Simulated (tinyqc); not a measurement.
Central-cell correction: shallow acceptor in the spherical four-band model.

The ground state 1S3/2 has an L = 0 part f(r) and an L = 2 part g(r). In units of Ry* and a*, with Gaussians f_i = exp(-a_i r^2), g_i = r^2 exp(-a_i r^2), A = a_i + a_j and I(n) = Gamma((n + 1)/2)/(2 A^((n + 1)/2)): S_ff = I(2), S_gg = I(6), H_ff = (6 a_i a_j/A) I(2) - 2 I(1), H_gg = (14 a_i a_j/A) I(6) - 2 I(5), H_fg = -mu [15 I(2) - 20 a_j I(4) + 4 a_j^2 I(6)]; each function is then normalised. The split-off band is left out.

Converged values use 22 exponents 2.2^i, i = -7 to 14, for f and for g.

Inputs chosen for the exercise (out of a larger set: near those of a shallow acceptor in GaAs; not measured data): rc = 2.2 angstrom (radius of the central cell); Vs = (2, 0, -0.5, -1.5, -2.5, -3.5) eV (central-cell strengths).

mu = 0.73276
Ry* = 12.7136 meV
a* = 45.670 angstrom

A short-range term V exp(-r^2/rc^2) is added (negative: attracts the hole); its elements are V S (A/(A + 1/rc^2))^(3/2) for f and ^(7/2) for g, in the same units.

Results:
```
V (eV)  1S binding (meV)  2S binding (meV)  <r> (angstrom)  L = 2 weight
2.0                 23.6              7.32            40.1         0.243
0.0                 25.8              7.62            36.8         0.246
-0.5                26.7              7.73            35.6         0.248
-1.5                29.3              8.03            32.6         0.251
-2.5                33.7              8.50            28.6         0.255
-3.5                42.4              9.26            23.3         0.261
```

From V = 0 to -3.5 eV the 1S binding grows by 16.6 meV (64 %) and the 2S binding by 1.64 meV, so the chemical shift sits mainly in the ground state. A repulsion of 2 eV removes 2.2 meV. The slope is 8.74 meV per eV over the last step against 1.10 on the repulsive side, since attraction pulls the state into the cell: the route from a shallow to a deep level.

Program tinyqc; command `OMP_NUM_THREADS=1 python tinyqc.py 1280278 1280279 out.jsonl`; about 0.04 s on one thread of a shared Intel(R) Xeon(R) Processor @ 2.30GHz.
